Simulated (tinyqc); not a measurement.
# Pillar capacitor in an array: capacitance, non-linearity, leakage and relaxation, step by step

tinyqc, about 0.01 s, one thread, Intel Xeon 2.30GHz (shared host): `OMP_NUM_THREADS=1 python tinyqc.py 2102208 2102209 out.jsonl` Printed values are rounded.

A film between two metal electrodes, each interface adding a series capacitance ci. The small-signal permittivity is ek (1 + aq E^2); the field is found with the linear permittivity. Leakage J = J0 sinh(E/Ef). After a voltage step the film passes a relaxation current kr C V tt^(-nr), tt being the time in seconds. The sidewall is a coaxial capacitor with radii a = dm/2 and b = dm/2 + t, depth AR dm; the end face is left out.

Inputs (values chosen for the exercise); permittivity of the order of that of silicon nitride:
- ek = 6.63 (relative permittivity of the film)
- t = 12 nm (film thickness)
- ci = 160 uF/cm^2 (capacitance of each electrode interface (dead layer and screening))
- aq = 0.003 cm^2/MV^2 (quadratic field coefficient of the permittivity)
- V = 1.5 V (bias)
- J0 = 3.1e-11 A/cm^2 (leakage prefactor)
- Ef = 0.32 MV/cm (field for an e-fold rise of the leakage)
- dm = 82 nm (diameter of the pillar)
- AR = 10 (aspect ratio, depth over diameter)
- pt = 170 nm (pitch of the square array)
- rho = 350 uohm cm (resistivity of the inner electrode)

Constants: eps0 = 8.8541878128e-14 F/cm where lengths are in cm. Results are converted to the units shown.

## Planar capacitance, field and non-linearity

Planar film: Cf = eps0 ek/t, 1/C = 1/Cf + 2/ci, EOT = 3.9 eps0/C, effective permittivity C t/eps0, E = (V/t) C/Cf; quadratic coefficient [C(V)/C - 1]/V^2 with Cf (1 + aq E^2) in C(V).

Cf = 0.489194 uF/cm^2
C = 0.486221 uF/cm^2
EOT = 7.10199 nm
effective permittivity = 6.58970
E = 1.24240 MV/cm
quadratic coefficient = 2045.52 ppm/V^2
J = 7.52141e-10 A/cm^2

The interfaces take 0.608 % of the voltage.

## Cell capacitance, fields and time constant

Per length 1/c = ln(b/a)/(2 pi eps0 ek) + (1/a + 1/b)/(2 pi ci); cell capacitance c AR dm; per footprint over pt^2; fields c V/(2 pi eps0 ek r) at r = a and b; resistance of the inner electrode rho AR dm/(pi a^2); time constant R C/3 of the distributed line.

a = 41 nm
b = 53 nm
cell capacitance = 1.17090 fF
capacitance per footprint = 4.05156 uF/cm^2
field at a = 1.41635 MV/cm
field at b = 1.09567 MV/cm
R = 0.543456 kohm
R C/3 = 0.212111 ps

The array gives 8.33 times the planar capacitance per footprint; curvature makes the field at the inner electrode 1.14 times the planar value.
